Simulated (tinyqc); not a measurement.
From results back to parameters: Kronig-Penney superlattice by transfer matrices. Two cases, with inputs chosen for the exercise.

Problem. The bottom of the first miniband was computed from a hidden barrier width b.

Wells (width a, potential 0, mass mw) alternate with barriers (width b, height V0, mass mb); period d = a + b; c = hbar^2/2m0. The vector (psi, psi'/m) is continuous, and a layer of thickness t carries it by M = [[cos kt, (m/k) sin kt], [-(k/m) sin kt, cos kt]] with k = sqrt(m (E - V)/c); for E < V, k = i kappa gives [[cosh, (m/kappa) sinh], [(kappa/m) sinh, cosh]] of kappa t. A Bloch state obeys cos(q d) = tr(Mb Mw)/2.

Constants: hbar^2/2m0 = 3.80998211 eV angstrom^2.

Find: k; kappa; tanh(kappa b/2); b.

Method. At q = 0 the lowest state is even about the centres of well and barrier: cos(kz) joins cosh, so (k/mw) tan(k a/2) = (kappa/mb) tanh(kappa b/2), which gives b.

Case 1.

Values chosen (near those of an InGaAs superlattice with barriers of InAlAs; shifted at random, so the results belong to these values and not to a real crystal):
- a = 73 angstrom (well width)
- V0 = 0.497 eV (barrier height)
- mw = 0.0405 m0 (mass in the wells)
- mb = 0.0735 m0 (mass in the barriers)

bottom of band 1 = 0.0501177 eV

Solution.

k = 0.02308 1/angstrom
kappa = 0.09285 1/angstrom
tanh(kappa b/2) = 0.5058
b = 12.0 angstrom

Case 2.

Values chosen (near those of a strained Si superlattice with barriers of SiGe; shifted at random, so the results belong to these values and not to a real crystal):
- a = 22 angstrom (well width)
- V0 = 0.185 eV (barrier height)
- mw = 0.904 m0 (mass in the wells)
- mb = 0.927 m0 (mass in the barriers)

bottom of band 1 = 0.0331525 eV

Solution.

k = 0.08869 1/angstrom
kappa = 0.19221 1/angstrom
tanh(kappa b/2) = 0.6988
b = 9.0 angstrom

Computed by tinyqc, one run a case: `OMP_NUM_THREADS=1 python tinyqc.py N N+1 out.jsonl` with N = 1250385, 1250493; one thread of a shared Intel(R) Xeon(R) Processor @ 2.30GHz, about 0.2 s a run at most.
